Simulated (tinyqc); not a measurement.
One anharmonic mode: perturbation theory, self-consistent phonons and exact levels: one step, computed by the program tinyqc. Command: `OMP_NUM_THREADS=1 python tinyqc.py 3005662 3005663 out.jsonl scp walk`. One thread of a shared host (Intel(R) Xeon(R) Processor @ 2.30GHz), about 0.02 s of CPU time with the checks.

V(x) = k x^2/2 + b x^4 for one coordinate x of mass M. A constant K > 0 gives hbar Omega = sqrt((hbar^2/u) K/M) with K in eV/angstrom^2 and M in u.

Task: Hamiltonian in a small basis. Basis: oscillator states n of the constant |k|, with x = s (a + a+), s^2 = hbar Omega/(2|k|); H = hbar Omega (n + 1/2) + (k - |k|) x^2/2 + b x^4, with exact matrix elements of x^2 and x^4.

Inputs (values chosen for the exercise, for a model mode):
```
quantity                          value           unit
mode mass M                          54              u
harmonic constant k                1.65  eV/angstrom^2
quartic constant b                 42.6  eV/angstrom^4
basis size N of the small matrix      4              -
```

Shape: single well.

Constants: hbar^2/u = 4.18015928e-03 eV angstrom^2.

Give: H.

Result:

H (meV):
```
      1      2      3      4
1  7.15   0.00   4.24   0.00
2  0.00  24.45   0.00  12.24
3  4.24   0.00  47.74   0.00
4  0.00  12.24   0.00  77.03
```
